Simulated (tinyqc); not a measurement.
Input admittance of a MOSFET at zero drain bias: distributed channel and distributed gate: one step of the calculation.

Source and drain grounded, strong inversion, w = 2 pi f, Cox = eps0 eox/tox. The channel is an RC line of resistance 1/(mu Cox Vo) per square fed from both ends, so one finger has the intrinsic admittance y = i w Cox L tanh(g)/g per width, g = (1/2) sqrt(i w tau), tau = L^2/(mu Vo). The vertical resistance rv/L is in series with y, the overlaps 2 i w Cov in parallel: y_t = 1/(1/y + rv/L) + 2 i w Cov. The gate strip is a line of Rsh/L per length loaded by y_t, so a finger has Y = y_t Wf tanh(k)/k, k = (Wf/sd) sqrt(y_t Rsh/L); the device has Nf Y.

Question. Input impedance of the device. k and Y as defined; Z = 1/(Nf Y) = R + 1/(i w C); Q = |Im Z|/R; signal at the point farthest from a contact |1/cosh k|.

Parameters, values chosen for the exercise; values of the order met in silicon radio-frequency transistors:

| symbol | value | unit | meaning |
|---|---|---|---|
| L | 1.4 | um | channel length |
| Wf | 3 | um | finger width |
| Nf | 8 |  | number of fingers |
| Rsh | 39 | ohm/square | sheet resistance of the gate |
| sd | 1 |  | number of ends at which a finger is contacted |
| f | 0.49 | GHz | frequency |

y_t = 4.475272+44.352460i uS/um

Find: k; Nf Y; R; C; Q; signal at the far point.

Answer.

k = 0.078416+0.070902i
Nf Y = 0.1113+1.0636i mS
R = 97.319 ohm
C = 349.26 fF
Q = 9.5560
signal at the far point = 0.99943

Numbers from tinyqc (`OMP_NUM_THREADS=1 python tinyqc.py 2262094 2262095 out.jsonl`; about 0.01 s on one thread of a shared Intel Xeon 2.30GHz).
